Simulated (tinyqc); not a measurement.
What moves the results: strain-driven crossing of the Gamma and L valleys in a germanium-like crystal alloyed with tin. A value that a table varies takes the place of the one given here.

Biaxial loads: e0 is the in-plane strain e_par and the normal is free. (001): e_perp = -2 (C12/C11) e_par; exx = eyy = e_par, ezz = e_perp, no shear. (111): e_perp = -(2 C11 + 4 C12 - 4 C44)/(C11 + 2 C12 + 4 C44) e_par; exx = eyy = ezz = (2 e_par + e_perp)/3 and exy = eyz = ezx = (e_perp - e_par)/3. (110): e_perp = -(C11 + 3 C12 - 2 C44)/(C11 + C12 + 2 C44) e_par; exx = eyy = (e_par + e_perp)/2, ezz = e_par, exy = (e_perp - e_par)/2, eyz = ezx = 0. Uniaxial loads: a stress along n, scaled so that n.e.n = e0, with exx = s11 sxx + s12 (syy + szz), exy = s44 sxy/2, s11 = (C11 + C12)/((C11 - C12)(C11 + 2 C12)), s12 = -C12/((C11 - C12)(C11 + 2 C12)), s44 = 1/C44.

Edges from the unstrained valence top: Gamma at Eg + ac tr(e); an L valley with unit axis u at EgL + aL tr(e) + XuL (u.e.u - tr(e)/3), u along [111], [1-1-1], [-11-1], [-1-11]; valence edges are the levels of the 6 x 6 matrix of X, Y, Z times spin with -Dso/3 + l exx + m (eyy + ezz) on the diagonal (cyclic), n exy off it, l = av + 2 b, m = av - b, n = sqrt(3) d. Spin-orbit term (Dso/3) L.sigma on X, Y, Z with (L_k)_ij = -i epsilon_kij: <X+|H|Y+> = -i Dso/3, <X+|H|Z-> = Dso/3, <Y+|H|Z-> = -i Dso/3, <Z+|H|X-> = -Dso/3, <Z+|H|Y-> = i Dso/3, <X-|H|Y-> = i Dso/3, and their conjugates; + and - are the spin along z.

With tin the unstrained gaps become E(y) = (1 - y) E + y EgS - CS y (1 - y); all other values are kept.
Constants: kB = 8.617333262e-05 eV/K.

Parameters, chosen for this exercise (near those of Ge, gaps at low temperature; the results hold for these values, not for the real material): Eg = 0.902 eV (gap at Gamma to the s-like level); EgL = 0.732 eV (gap to L); Dso = 0.293 eV (spin-orbit splitting); ac = -8.11 eV (conduction deformation potential); av = 1.24 eV (valence hydrostatic potential); b = -2.53 eV (tetragonal shear potential); d = -5.22 eV (trigonal shear potential); aL = -1.39 eV (hydrostatic potential of the L edge, Xd + Xu/3); XuL = 17.1 eV (uniaxial potential, L); y = 0.01 (tin fraction); EgS = (-0.39, 0.053) eV (Gamma and L gaps of the tin end); CS = (2.67, 0.83) eV (bowing of the Gamma and L gaps); C11 = 127.8 GPa; C12 = 48.9 GPa; C44 = 66.3 GPa; load = biaxial (110) (kind of strain); mG = 0.0395 m0 (mass at Gamma); mL = 0.542 m0 (density-of-states mass of the four L valleys together); T = 200 K (temperature); e0 = 0.019 (size of the strain).

## Which strain makes the gap direct

For tension the difference Gamma minus lowest L is linear in e0; slope per 1 % and the e0 at which it vanishes (a dash: no crossing below 15 %), with the gap there.

Results:
```
load            slope (meV per 1 %)  crossing e0 (%)  gap at the crossing (eV)
biaxial (001)                 -83.0             1.76                     0.551
biaxial (110)                 -20.4             7.13                    -0.688
biaxial (111)                  48.3                -                         -
uniaxial [100]                -30.0             4.85                     0.503
uniaxial [111]                 -1.7                -                         -
uniaxial [110]                 17.9                -                         -
```

The smallest strain is needed for biaxial (001) (1.76 %), then uniaxial [100] (4.85 %). No crossing below 15 % is found for biaxial (111), uniaxial [111] and uniaxial [110]: shear splits the L valleys and pulls the lowest down nearly as fast as, or faster than, Gamma. Loads without off-diagonal strain, (001) and [100], gain (ac - aL) tr(e) = -67 meV per 1 % of volume. Crossings beyond about 3 % are sensitive to second-order terms, left out here. For uniaxial [111] the slope is a near cancellation, so terms beyond this linear model decide. A gap at or below zero marks a crossing beyond the range of this linear model.

## Sweep of a biaxial (110) strain

The valence splitting is the distance of the top two edges. Share in Gamma = mG^(3/2)/(mG^(3/2) + (mL^(3/2)/4) sum_i exp(-(E_Li - E_Gamma)/kT)).

Results:
```
e0 (%)  direct gap (eV)  indirect gap (eV)  Gamma - L (meV)  valence splitting (meV)  share in Gamma (%)
-0.72             0.936              0.656              280                       54            3.44e-07
-0.27             0.890              0.694              196                       22            4.20e-05
0.17              0.831              0.688              142                       15            0.000861
0.62              0.743              0.610              133                       57             0.00175
1.06              0.654              0.530              124                      101             0.00295
1.51              0.560              0.445              115                      149             0.00503
1.95              0.466              0.360              106                      197             0.00847
2.40              0.369              0.272               97                      249              0.0144
```

The gap stays indirect over the sweep. This load splits the L valleys, and the lowest set changes where e0 changes sign, which bends the column Gamma - L. The direct gap goes from 0.936 to 0.369 eV; of that change -0.117 eV comes from the rise of the valence top through the shear terms and the rest from the volume. The share in Gamma goes from 3.44e-07 to 0.0144 %.

## What each parameter does

Direct gap, Gamma minus the lowest L edge and the valence splitting. Each row changes one parameter from the base and keeps the others.

Results:
```
case              direct gap (eV)  Gamma - L (meV)  valence splitting (meV)
base                       0.4769            106.9                    191.9
ac = -6.8935 eV            0.5125            142.5                    191.9
XuL = 14.535 eV            0.4769             83.2                    191.9
C12 = 41.565 GPa           0.4715             92.3                    182.9
b = -2.1505 eV             0.4811            106.9                    184.4
d = -6.003 eV              0.4610            106.9                    216.2
e0 = 0.02185               0.4155            101.0                    224.0
C44 = 56.355 GPa           0.4855            130.5                    206.5
```

The largest shifts from the base row, up to three for each result and ties (the steps differ in size, so this ranks the rows, not the parameters). direct gap (eV): e0 -0.0613, ac +0.0356, d -0.0159; unchanged at the printed digits by XuL. Gamma - L (meV): ac +35.6, XuL -23.7, C44 +23.7; unchanged at the printed digits by b and d. valence splitting (meV): e0 +32.2, d +24.4, C44 +14.7; unchanged at the printed digits by ac and XuL.

tinyqc: `OMP_NUM_THREADS=1 python tinyqc.py 1080065 1080066 out.jsonl`; about 0.01 s, one thread, shared Intel(R) Xeon(R) Processor @ 2.30GHz.
